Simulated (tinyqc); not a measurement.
Crystal pulling from the melt: segregation, interface stability, heat balance and point-defect regime: one step, computed by the program tinyqc.

A dilute solute; steady pulling with a flat interface unless it is found unstable.

Question. Boundary layer and effective coefficient. delta = 1.61 D^(1/3) nu^(1/6) omega^(-1/2), omega = 2 pi rpm/60; k_eff = k0/[k0 + (1 - k0) exp(-V delta/D)] (Burton, Prim and Slichter); the melt at the interface is enriched by k_eff/k0.

Inputs (values chosen for the exercise, modelled on aluminium in silicon):
```
quantity,value,unit
equilibrium coefficient k0,0.002,-
diffusivity in the melt D,0.00037,cm^2/s
kinematic viscosity nu,0.0033,cm^2/s
crystal rotation,8,rpm
pull rate V,1.7,mm/min
```

Give: boundary layer delta; V delta/D; k_eff; enrichment at the interface.

Answer.

boundary layer delta = 487.25 micrometre

V delta/D = 0.37312

k_eff = 0.0029019

enrichment at the interface = 1.4509

k_eff has moved 0.1 % of the way from k0 to 1. A 10 % ripple of V gives striations of 3.72 % in C_s, since d ln k_eff/d ln V = (1 - k_eff) V delta/D.
